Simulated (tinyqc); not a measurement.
Decay of LO phonons and the hot-phonon bottleneck in the cooling of electrons: one step, computed by the program tinyqc.

n(E, T) = 1/(exp(E/(k_B T)) - 1) is the Bose occupation. Electrons have a temperature T_e; the LO modes within their reach share one occupation N; the decay products stay at the lattice temperature.

Task: Electron and phonon temperatures in closed form. Net emission per electron: [(N + 1) x - N]/tau_sp with x = exp(-hbar omega/(k_B T_e)), a simple two-level balance; steady state of the modes: n [(N + 1) x - N]/tau_sp = N_m (N - N_0)/tau; power per electron P = hbar omega [(N + 1) x - N]/tau_sp. With p = P tau_sp/(hbar omega): N = N_0 + r p and x = (p + N)/(N + 1); without hot phonons N = N_0. The mode temperature T_LO solves n(hbar omega, T_LO) = N.

Inputs (values chosen for the exercise, modelled on indium phosphide): LO energy hbar omega = 41.8 meV; lattice temperature T = 500 K; power supplied per electron P = 0.62 nW.

Decay channel: two unequal phonons (Ridley).

emission time tau_sp = 63.32662 fs

equilibrium LO occupation N_0 = 0.6103859

bottleneck ratio r = 2.746732

Constants: e = 1.602176634e-19 C; k_B = 8.617333262e-05 eV/K.

Give: reduced power p; LO occupation N; electron temperature T_e; T_e without hot phonons; mode temperature T_LO.

Result:

reduced power p = 0.0058626

LO occupation N = 0.62649

electron temperature T_e = 513.45 K

T_e without hot phonons = 504.98 K

mode temperature T_LO = 508.43 K
